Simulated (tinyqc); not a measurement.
# MOSFET with velocity saturation and source resistance: what changes with what

Strong inversion, charge Q = Cox (Vg - m V) at channel potential V with Vg the gate overdrive, and drift velocity v = mu E/(1 + mu E/vsat). Integrating along the channel gives I = mu Cox (1/L)(Vg Vd - m Vd^2/2)/(1 + Vd/Vc) per width, Vc = vsat L/mu, which peaks at Vdsat. Units: I in uA/um, Rs in ohm um, so the drop over Rs is 1e-6 I Rs volts.

Parameters, values chosen for the exercise:
- Cox = 0.45 uF/cm^2 (gate capacitance)
- mu0 = 180 cm^2/(V s) (mobility at low gate voltage)
- th = 0.1 1/V (mobility degradation)
- vsat = 8e6 cm/s (saturation velocity)
- m = 1.43 (body factor)
- VT = 0.37 V (threshold)
- L = 0.07 um (channel length)
- Rs = 100 ohm um (source resistance)
- Vgs = 1.8 V (gate voltage)

Each table varies one quantity; the others keep the values above.

## Effect of the mobility degradation

Vg = Vgs - I Rs - VT (0 if negative), mu = mu0/(1 + th Vg), Vc = vsat L/mu, x = sqrt(1 + 2 Vg/(m Vc)), Vdsat = 2 Vg/(m (1 + x)), Isat = Cox vsat Vg (x - 1)/(x + 1) per width. I = Isat is solved self-consistently; gm = dI/dVgs; Vdsat is the intrinsic value. The velocity at the source is I/(Cox Vg).

Effect of the mobility degradation:
```
th (1/V)  Vc (V)  Vdsat (V)  Isat (uA/um)  gm (uS/um)  velocity at the source/vsat
0         0.3111     0.5308         233.1       221.9                       0.4604
0.2       0.3988     0.5732         212.1       194.9                       0.4182
0.4       0.4866     0.6074         195.1       174.6                       0.3842
0.6       0.5747     0.6357         181.0       158.6                       0.3561
0.8       0.6628     0.6598         169.1       145.6                       0.3323
1         0.7511     0.6806         158.7       134.8                       0.3118
1.2       0.8394     0.6987         149.7       125.6                       0.2939
```

As th goes from 0 to 1.2 1/V, Isat falls from 233 to 150 uA/um, Vdsat rises from 0.531 to 0.699 V and gm falls from 222 to 126 uS/um; the velocity at the source goes from 0.46 to 0.29 of vsat. In every row the channel is so short that velocity overshoot and near-ballistic transport, left out here, matter.

## Output curve without source resistance

Vg = Vgs - VT (0 if negative), mu = mu0/(1 + th Vg), Vc = vsat L/mu, x = sqrt(1 + 2 Vg/(m Vc)), Vdsat = 2 Vg/(m (1 + x)), Isat = Cox vsat Vg (x - 1)/(x + 1) per width. Below Vdsat the formula of the introduction holds, beyond it I = Isat; constant velocity-field slope (Vc infinite) gives the second column, with saturation at Vg/m.

Output curve without source resistance:
```
Vd (V)  I without velocity saturation (uA/um)  I (uA/um)
0.1                                     137.5      107.3
0.23                                    294.7      178.9
0.35                                    418.0      210.7
0.47                                    520.5      224.2
0.6                                     608.0      226.7
0.72                                    667.1      226.7
0.85                                    707.6      226.7
0.97                                    723.2      226.7
1.1                                     723.8      226.7
```

What does the comparison show?

Velocity saturation lowers the current by 22 % in the first row and 69 % in the last, and moves saturation from Vg/m = 1.00 V to 0.560 V. In every row the channel is so short that velocity overshoot and near-ballistic transport, left out here, matter.

## Effect of the gate voltage

Same model as above.

Results:
```
Vgs (V)  Vc (V)  Vdsat (V)  Isat (uA/um)  gm (uS/um)  velocity at the source/vsat
0.52     0.3158    0.09124         6.786       79.55                       0.1262
1.05     0.3320     0.3179         78.34       169.4                       0.3237
1.31     0.3400     0.4061         124.9       187.2                       0.3739
1.58     0.3482     0.4896         177.2       199.7                       0.4128
1.84     0.3561     0.5645         230.3       208.5                       0.4421
2.11     0.3643     0.6380         287.6       215.5                       0.4668
2.37     0.3723     0.7057         344.3       220.8                       0.4866
```

Estimate the missing row, Vgs = 0.78 V.

Computed row:
```
Vgs (V)  Vc (V)  Vdsat (V)  Isat (uA/um)  gm (uS/um)  velocity at the source/vsat
0.78     0.3238     0.2137         36.30       139.1                       0.2481
```

With this row back in the table: As Vgs goes from 0.52 to 2.37 V, Isat rises from 6.79 to 344 uA/um, Vdsat rises from 0.0912 to 0.706 V and gm rises from 79.5 to 221 uS/um; the velocity at the source goes from 0.13 to 0.49 of vsat. Against the overdrive Vgs - VT the current goes with exponent 1.67 at the start and 1.29 at the end (2 for the square law). With vsat made a thousand times larger the last exponent would be 1.76, which is what th and Rs alone leave. In every row the channel is so short that velocity overshoot and near-ballistic transport, left out here, matter.

tinyqc, about 0.01 s, one thread, Intel Xeon 2.30GHz (shared host): `OMP_NUM_THREADS=1 python tinyqc.py 2500023 2500024 out.jsonl`
